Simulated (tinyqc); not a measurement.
Wafer bonding and layer transfer: bond energy, gap closing, particles, bonding of dissimilar wafers and hydrogen blisters. Inputs raised by 2 %, one at a time. Computed by tinyqc, a small Python program. Command: `OMP_NUM_THREADS=1 python tinyqc.py 3020074 3020075 out.jsonl bond sens`. One thread of a shared host (Intel(R) Xeon(R) Processor @ 2.30GHz), about 0.01 s of CPU time with the checks.

gamma is the energy per area of each of the two surfaces; plates are isotropic.

Inputs (values chosen for the exercise, with wafer 1 close to silicon): Young's modulus E1 = 159 GPa; Young's modulus E2 = 98.8 GPa; Poisson ratio nu = 0.27; thickness t1 = 725 micrometre; thickness t2 = 200 micrometre; blade thickness t_b = 50 micrometre; crack length L = 6.23 mm; particle radius h = 2 micrometre; radius of a shallow gap R = 1.4 mm; half height of the gap h_g = 2.6 nm; expansion mismatch alpha_2 - alpha_1 = 3.8 1e-6/K; heating dT = 450 K.

Pair: two different wafers.

Method:
- Two cantilevers opened by t_b: gamma = 3 t_b^2 E1 t1^3 E2 t2^3/(16 L^4 (E1 t1^3 + E2 t2^3)).
- E' = E1/(1 - nu^2), equal wafers of thickness t1 assumed. A gap of radius R closes if h_g < h_c: h_c = R^2/sqrt((2/3) E' t1^3/gamma) for R > 2 t1 (plate bending), h_c = 3.6 sqrt(R gamma/E') for R < 2 t1 (local deformation).
- E' = E1/(1 - nu^2), equal wafers assumed. Void radius in the plate regime: R_v = [(2/3) E' t1^3/gamma]^(1/4) h^(1/2). Below h_crit = 5 sqrt(t1 gamma/E') the wafers deform locally and R_v is of the order of h (taken as h).
- M = E/(1 - nu), misfit e = (alpha_2 - alpha_1) dT. Curvature k = 6 M1 M2 t1 t2 (t1 + t2) e/[M1^2 t1^4 + M2^2 t2^4 + 2 M1 M2 t1 t2 (2 t1^2 + 3 t1 t2 + 2 t2^2)]; force per width F = k (M1 t1^3 + M2 t2^3)/(6 (t1 + t2)); at the interface s1 = F/t1 + M1 k t1/2, s2 = -F/t2 - M2 k t2/2; stored biaxial energy U = F^2 [1/(M1 t1) + 1/(M2 t2)] + k^2 (M1 t1^3 + M2 t2^3)/12; the pair can part when U > 2 gamma.

Runs:
```
input moved                                    from      to  bond energy gamma (J/m^2)  void radius (micrometre)  closable height h_c (nm)  curvature (1/m)
base run                                          -       -                    0.24278                    5176.2                    160.26           1.5293
Young's modulus E1 (GPa)                        159  162.18                    0.24284                    5201.6                    158.70           1.5144
thickness t1 (micrometre)                       725   739.5                    0.24296                    5252.7                    160.32           1.4840
thickness t2 (micrometre)                       200     204                    0.25743                    5100.9                    165.03           1.5448
blade thickness t_b (micrometre)                 50      51                    0.25259                    5125.2                    163.47           1.5293
particle radius h (micrometre)                    2    2.04                    0.24278                    5227.7                    160.26           1.5293
expansion mismatch alpha_2 - alpha_1 (1e-6/K)   3.8   3.876                    0.24278                    5176.2                    160.26           1.5599
heating dT (K)                                  450     459                    0.24278                    5176.2                    160.26           1.5599
```

Exponents ln(y'/y) / ln(x'/x):
```
input                                 bond energy gamma  void radius  closable height h_c  curvature
Young's modulus E1                                0.013        0.247               -0.494     -0.496
thickness t1                                      0.038        0.741                0.019     -1.520
thickness t2                                      2.960       -0.740                1.480      0.510
blade thickness t_b                               2.000       -0.500                1.000      0.000
particle radius h                                 0.000        0.500                0.000      0.000
expansion mismatch alpha_2 - alpha_1              0.000        0.000                0.000      1.000
heating dT                                        0.000        0.000                0.000      1.000
```

To which inputs is each result most sensitive?

Among the inputs moved here: bond energy gamma answers most in size to thickness t2 (exponent +2.960), next to blade thickness t_b (+2.000); its exponent is below 0.0005 for particle radius h, expansion mismatch alpha_2 - alpha_1, heating dT. Its exponent +2.000 in blade thickness t_b: energy is quadratic in the opening. Void radius answers most in size to thickness t1 (exponent +0.741), and about equally to thickness t2 (-0.740); its exponent is below 0.0005 for expansion mismatch alpha_2 - alpha_1, heating dT. Its exponent +0.500 in particle radius h: plate bending. Closable height h_c answers most in size to thickness t2 (exponent +1.480), next to blade thickness t_b (+1.000); its exponent is below 0.0005 for particle radius h, expansion mismatch alpha_2 - alpha_1, heating dT. curvature answers most in size to thickness t1 (exponent -1.520), next to expansion mismatch alpha_2 - alpha_1 (+1.000); its exponent is below 0.0005 for blade thickness t_b, particle radius h.

Caution (all rows): the crack is short against the thickness, so root rotation and shear add to the beam formula. Caution (all rows): on a wafer of 100 mm the sag k R^2/2 would exceed half the thickness of the pair, beyond the small-deflection theory: the plate stiffens.
